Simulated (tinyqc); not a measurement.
Thickness from the minima: X-ray reflectivity of a thin film on silicon: critical angles, Parratt recursion, fringes and roughness. Computed by tinyqc, a small Python program. Command: `OMP_NUM_THREADS=1 python tinyqc.py 3120274 3120275 out.jsonl xrr walk`. One thread of a shared host (Intel(R) Xeon(R) Processor @ 2.30GHz), about 0.01 s of CPU time with the checks.

n = 1 - delta + i beta; the classical electron radius is r_e = 2.8179403e-6 nm. Layer 0 is vacuum, 1 the film, 2 the substrate.

Inputs (values chosen for the exercise, modelled on HfO2 on silicon, copper K-alpha radiation):
```
quantity                                        value     unit
wavelength lambda                             0.15406       nm
film density rho                                 9.25   g/cm^3
effective electrons per unit mass, film         0.421    mol/g
beta/delta, film                                 0.07        -
film thickness d                                 25.2       nm
roughness of the surface sigma_1                 0.13       nm
roughness of the interface sigma_2               0.64       nm
substrate density                                2.33   g/cm^3
effective electrons per unit mass, substrate    0.507    mol/g
beta/delta, substrate                           0.023        -
grazing angle theta                              1.13  degrees
```

Constants: N_A = 6.02214076e+23 1/mol.

Method:
- delta = r_e lambda^2 rho_e/(2 pi), rho_e = density x electrons per mass x N_A; critical angle sqrt(2 delta), q_c = 4 sqrt(pi r_e rho_e).
- k_j = (2 pi/lambda) sqrt(sin^2 theta - 2 delta_j + 2 i beta_j); r_ij = (k_i - k_j)/(k_i + k_j) x exp(-2 k_i k_j sigma^2) (Nevot-Croce); r = (r_01 + r_12 p)/(1 + r_01 r_12 p), p = exp(2 i k_1 d); R = |r|^2.
- Far above the critical angle the period is d theta = lambda/(2 d), or 2 pi/d in q; the envelope runs between (|r_01| - |r_12 p|)^2 and (|r_01| + |r_12 p|)^2; contrast = 2 a b/(a^2 + b^2) with a = |r_01|, b = |r_12 p|; roughness factors on the amplitudes are about exp(-q^2 sigma^2/2).
- Minima of R theta^4 are located on 6001 points over 7.5 periods, from 1.15 times the larger critical angle. With refraction, sin^2(theta_m) = 2 delta + m^2 (lambda/(2 d))^2, m integer or half-integer; the first six minima are used, and the first order is the one that minimises the largest residual of the least-squares line plus the distance of its intercept from 2 delta. Without refraction, d = lambda/(2 x mean step of sin theta).

Constants:
```
layer      rho_e (1/nm^3)        delta         beta  critical angle (degrees)  q_c (1/nm)
film              2345.17  2.49636e-05  1.74745e-06                  0.404847    0.576353
substrate          711.40  7.57263e-06  1.74170e-07                  0.222977    0.317437
```

period in theta = 0.175139 degrees

Minima:
```
order m  theta (degrees)  sin^2 theta
2                 0.5365   8.7678e-05
3                 0.6641   1.3435e-04
4                 0.8097   1.9971e-04
5                 0.9654   2.8386e-04
6                 1.1265   3.8651e-04
7                 1.2916   5.0806e-04
```

d with refraction = 25.203 nm

d without refraction = 29.230 nm

What follows from these numbers?

Against d = 25.2 nm the errors are +0.01 % with and +15.99 % without refraction. The orders are integers, as r_01 and r_12 have opposite signs for a film denser than the substrate.

Extremes, crossings and ranges named in words are read from the listed rows.
